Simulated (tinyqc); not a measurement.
# MOSFET in saturation, small-signal circuit and noise: effect of the temperature on speed and noise

Bias by the inversion coefficient IC = I/Ispec (charge-based model with velocity saturation; weak inversion below 0.1, strong above 10). Common-source circuit: gm, gds, Cgs, Cgd and Cj at the inner nodes, Rg in series with the gate; quasi-static, no source or drain resistance, no gate-body capacitance, no substrate network, no induced gate noise, so fmax is an upper estimate.

Ispec = 2 n mu Cox (W/L) Vt^2, lc = Ls/L, gms = [sqrt((lc IC + 1)^2 + 4 IC) - 1]/[2 + lc (lc IC + 1)], gm = gms Ispec/(n Vt), gds = sg gm. qs = [sqrt(1 + 4 IC) - 1]/2, Cgs = Cox W L qs (2 qs + 3)/(3 (qs + 1)^2) + Cov W, Cgd = Cov W, Cd = Cj W, Rg = Rsh (Wf/L)/(12 Nf) + Rc/W with Nf = W/Wf fingers (not rounded) contacted at both ends. fT = gm/(2 pi (Cgs + Cgd)), fmax = fT/(2 sqrt(Rg (gds + 2 pi fT Cgd))). Channel noise Sid = 4 kB T gam n gm with gam = (1/2 + (2/3) qs)/(1 + qs) + gw lc IC, qs = [sqrt(1 + 4 IC) - 1]/2, lc = Ls/L (the last term an empirical rise with velocity saturation); at the gate, white noise Sw = Sid/gm^2 + 4 kB T Rg. Number fluctuation with correlated mobility: S(f) = K/f, K = q^2 Vt lt Nt/(W L Cox^2) (1 + ac mu Cox I/gm)^2, Vt in eV with Nt per eV. Corner fc = K/Sw. IC is held fixed, and so are mu, n, Ls and Nt.

Inputs (values chosen for the exercise):

| symbol | value | unit | meaning |
|---|---|---|---|
| L | 65 | nm | gate length |
| W | 80 | um | total gate width |
| Cox | 1.13 | uF/cm^2 | gate capacitance |
| mu | 190 | cm^2/(V s) | mobility |
| n | 1.36 |  | slope factor |
| Ls | 25 | nm | velocity-saturation length |
| sg | 0.043 |  | ratio gds/gm |
| Cov | 0.34 | fF/um | overlap and fringe capacitance per side |
| Cj | 0.41 | fF/um | drain junction capacitance |
| Rsh | 10 | ohm | sheet resistance of the gate |
| Wf | 1 | um | finger width |
| Rc | 50 | ohm um | gate contact and vertical resistance |
| IC | 0.72 |  | inversion coefficient |
| gw | 0.14 |  | short-channel excess of the noise factor |
| Nt | 1.4e17 | cm^-3 eV^-1 | oxide trap density |
| lt | 0.1 | nm | tunnelling length into the oxide |
| ac | 3000 | V s/C | Coulomb scattering coefficient |

Constants: q = 1.602176634e-19 C, kB = 1.380649e-23 J/K, Vt = kB T/q. Results are converted to the units shown.

The same in every row: Rg (ohm) = 0.7853.

Effect of the temperature on speed and noise:
```
T (K)	I (uA)	fT (GHz)	fmax (GHz)	sqrt(Sw) (nV/Hz^0.5)	fc (MHz)
100	38.43	4.573	87.49	1.474	2.198
150	86.46	6.860	107.2	1.475	3.334
200	153.7	9.146	123.7	1.476	4.493
250	240.2	11.43	138.3	1.476	5.677
300	345.9	13.72	151.5	1.477	6.886
350	470.8	16.01	163.7	1.478	8.119
400	614.9	18.29	175.0	1.478	9.377
```

As T goes from 100 to 400 K, fT rises from 4.57 to 18.3 GHz, fmax rises from 87.5 to 175 GHz, the white noise stays near 1.48 nV/Hz^0.5 and the corner rises from 2.20 to 9.38 MHz. At fixed IC and mobility the current goes as T^2 and gm as T, which is why fT rises; a real mobility would fall with T. In every row fmax exceeds 4 fT, where channel resistance and substrate losses, left out here, would cap it. For T = 100 to 150 K band tails and dopant freeze-out, left out here, change n and the noise.

Program tinyqc, `OMP_NUM_THREADS=1 python tinyqc.py 2150025 2150026 out.jsonl`; Intel Xeon 2.30GHz, shared host, one thread, about 0.01 s.
